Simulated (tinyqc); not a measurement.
Inside a calculation: configuration-coordinate model of carrier capture at a defect. Values are carried at full precision from step to step, so a last printed digit may differ when a step is redone from the rounded ones.

Two parabolas of equal curvature k in one coordinate Q: with the carrier free at the band edge, U_f = k Q^2/2; with the carrier trapped, U_t = k (Q - dQ)^2/2 - ET. ER = k dQ^2/2, Huang-Rhys factor S = ER/hw, hw = 0.0646541 sqrt(k/M) eV for k in eV/angstrom^2 and M in u. The curves cross at a height Eb = (ER - ET)^2/(4 ER) above the free minimum.

Constants: kB = 8.617333262e-05 eV/K.

Inputs chosen for the exercise (of the size met at a deep level in GaN; the results hold for these values, not for the real material):
```
symbol  value  unit  meaning
ET      0.8    eV    thermal depth of the level below the band edge
ER      0.52   eV    relaxation energy
hw      0.03   eV    phonon energy of the mode
M       40     u     mass of the mode
T       77     K     temperature
nu      1e+11  1/s   attempt rate
```

## The two parabolas

Form S, k, dQ, the crossing point Qc = (ER - ET)/(k dQ), Eb, and the emission barrier Eb + ET.

S = 17.333
k = 8.6121 eV/angstrom^2
dQ = 0.3475 angstrom
Qc = -0.0936 angstrom

barriers (eV): capture 0.0377, emission 0.8377

ER < ET: the crossing lies on the far side of the free minimum (the inverted case), where tunnelling between vibrational states can matter much if Eb is well above hw.

## Optical transitions

Vertical ionisation from the trapped minimum costs ET + ER; vertical capture from the free minimum releases ET - ER (none if negative); the band has a standard deviation sqrt(S hw^2 coth(hw/2kT)) with S = ER/hw, and a full width 2.35482 times that.

energies (eV): ionisation peak 1.320, zero-phonon 0.800, emission peak 0.280

coth(hw/2kT) = 1.0220
standard deviation = 0.1263 eV
full width = 0.2973 eV

Radiative capture would peak at 0.280 eV. The optical peak exceeds the thermal depth by a factor 1.65.

## The multiphonon factor

Multiphonon factor for giving p = ET/hw phonons to the lattice: W = exp(-S (2 nb + 1)) ((nb + 1)/nb)^(p/2) I_p(x), nb = 1/(exp(hw/kT) - 1), x = 2 S sqrt(nb (nb + 1)), I_p the modified Bessel function. Classical limit: W = hw exp(-Eb/kT)/sqrt(4 pi ER kT). At T = 0: exp(-S) S^p/Gamma(p + 1).

Form p, nb, x and ln W, the classical ln W, and the capture time 1/(nu W).

p, nb, x: [26.6667, 0.0110, 3.6550]

ln W: quantum -4.687, classical -7.618

capture time = 1.09e-09 s

The quantum factor is 18.7 times the classical one at kT/hw = 0.22: nuclear tunnelling rules.

## Emission by detailed balance

For equal degeneracies and one band-edge state, emission time = capture time x exp(ET/kT).

ET/kT = 120.566
log10 of the emission time in s = 43.40

## Checks

- Ln W for the nearest whole p against the double Poisson sum over emitted and absorbed phonons: both -4.83671.

Computed by tinyqc, a small Python program: `OMP_NUM_THREADS=1 python tinyqc.py 1450667 1450668 out.jsonl` (the numbers bound the seed that draws the inputs); one thread of a shared host (Intel(R) Xeon(R) Processor @ 2.30GHz), about 0.01 s for the whole set of steps.
